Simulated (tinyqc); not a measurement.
Worked calculation: coherent transport through a tight-binding region between two chains. One step of it, computed by the program tinyqc.

Task: Transmission at E = -0.61 eV. Surface Green function g = (E - i sqrt(4 t^2 - E^2)) / (2 t^2); self-energy tc^2 g on each contact site; G = (E - H - Sigma)^(-1); Gamma = -2 Im Sigma; T = Gamma_L Gamma_R |G_LR|^2; local density of states -Im G_ii / pi.

H of the central region (eV):
```
[[0.480000, -1.150000, 0.000000],
 [-1.150000, -0.580000, -1.310000],
 [0.000000, -1.310000, -0.590000]]
```

Leads: semi-infinite chains with site energy 0:
```
parameter                           value
lead hopping t (eV)              2.460000
coupling to the left lead (eV)   0.660000
coupling to the right lead (eV)  1.150000
left contact site                       1
right contact site                      3
```

E = -0.610000 eV

Give: g; G; local density of states; transmission.

Result:

g = -0.0504-0.4034i 1/eV

G (1/eV):
```
[[-0.7340-0.4184i, 0.1239-0.2764i, 0.6472+0.3609i],
 [0.1239-0.2764i, 0.0729-0.2756i, 0.6562+0.2363i],
 [0.6472+0.3609i, 0.6562+0.2363i, -0.5531-0.3114i]]
```

local density of states (1/eV): [0.1332, 0.0877, 0.0991]

transmission = 0.2059
